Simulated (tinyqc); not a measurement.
# Changing the grain size L

Model: grain-boundary trapping model (Seto) of a polycrystalline semiconductor film. Computed by tinyqc, a small Python program. Command: `OMP_NUM_THREADS=1 python tinyqc.py 3004706 3004707 out.jsonl poly sweep`. One thread of a shared host (Intel(R) Xeon(R) Processor @ 2.30GHz), about 0.01 s of CPU time with the checks.

Grains of equal size L are joined by thin boundaries with one trap level. Trapped carriers deplete a width W on each side and raise a barrier, crossed by thermionic emission. Dopants are fully ionised, statistics are non-degenerate and mu_g does not depend on T.

Inputs (values chosen for the exercise, modelled on polycrystalline silicon):
```
quantity,value,unit
permittivity eps,11.7,-
effective mass m,0.38,m_0
"effective density of states at 300 K, N_c",2e+19,1/cm^3
trap density Q_t,5.2e+12,1/cm^2
trap level E_t below the band edge,0.49,eV
doping N,1.5e+17,1/cm^3
temperature T,250,K
```

Grain interior: neglected.

Constants: k_B = 8.617333262e-05 eV/K; e = 1.602176634e-19 C; eps_0 = 8.8541878128e-12 F/m; m_0 = 9.1093837015e-31 kg; k_B = 1.380649e-23 J/K.

Method. N_c(T) = N_c (T/300 K)^(3/2). Filled traps Q = Q_t/(1 + (1/2) exp((E_t* - E_F)/k_B T)), where E_t* = e V_B - E_t and E_F are counted from the band edge at the grain centre. Partial depletion: Q = 2 N W, V_B = e N W^2/(2 eps eps_0), E_F = k_B T ln(N/N_c); solve for W. If that W would exceed L/2 the grain is fully depleted: W = L/2, Q = N L, and E_F follows from the trap equation. Centre density n_0 = N_c exp(E_F/k_B T). Boundary: sigma_b = L e^2 n_0 exp(-e V_B/k_B T)/sqrt(2 pi m k_B T); rho = 1/sigma_b. Mean carrier density n_av = n_0 [(1 - 2W/L) + (2W/L) (sqrt(pi)/2) erf(y)/y], y = sqrt(e V_B/k_B T); effective mobility 1/(e n_av rho).

One run for each value:
```
grain size L (nm),resistivity rho (ohm cm),barrier V_B (V),effective mobility (cm^2/(V s)),depletion width W (nm)
10,1.1279e+09,0.00290,1.6891e+02,5.000
18,3.3983e+08,0.00940,2.4684e+02,9.000
32,1.0294e+08,0.02969,2.1872e+02,16.000
56,3.1051e+07,0.09094,3.5373e+01,28.000
100,8.2635e+06,0.28999,1.0917e-02,50.000
180,3.5060e+06,0.41906,2.5449e-05,60.106
320,1.9721e+06,0.41906,3.0149e-05,60.106
560,1.1269e+06,0.41906,4.4568e-05,60.106
1000,6.3108e+05,0.41906,7.2941e-05,60.106
```

Over the rows, resistivity rho (ohm cm) falls from 1.13e9 to 631000 (exponent d ln y / d ln x -2.0 between the first rows and -1.00 between the last); barrier V_B (V) rises from 0.00290 to 0.419, flat over part of the range; effective mobility (cm^2/(V s)) lies between 2.54e-5 and 247 without a single trend. At the low end the exponent of barrier V_B is 2.00, close to 2: full depletion. At the high end the exponent of barrier V_B is 0.00, close to 0: partial depletion.

Caution (rows 10.0, 18.0, 32.0): the barrier is below 2 k_B T, so scattering inside the grains, left out here, also limits the real mobility.

Extremes, crossings and ranges named in words are read from the listed rows.
